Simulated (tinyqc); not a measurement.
Length of a molecular wire: coherent transport through a tight-binding bridge. Computed by the program tinyqc. 

A uniform bridge between two chains:
```
parameter,value
site energy (eV),1.880000
hopping in the bridge (eV),0.580000
lead hopping (eV),2.030000
couplings (eV),"0.82, 0.58"
E (eV),0.130000
```

T = Gamma_L Gamma_R |G_1n|^2 with the self-energies of semi-infinite chains.

Transmission against length:
```
sites,T,ln T
2,9.1690e-03,-4.6919
3,1.3131e-03,-6.6354
4,1.8857e-04,-8.5760
5,2.7091e-05,-10.5163
6,3.8924e-06,-12.4565
7,5.5924e-07,-14.3967
8,8.0350e-08,-16.3369
9,1.1544e-08,-18.2771
10,1.6587e-09,-20.2173
```

E lies outside the band of the bridge (|E - e|/2h = 1.509 > 1), so T decays as exp(-beta n) with beta = 2 arccosh(1.509) = 1.9402 a site; the last two rows give 1.9402.
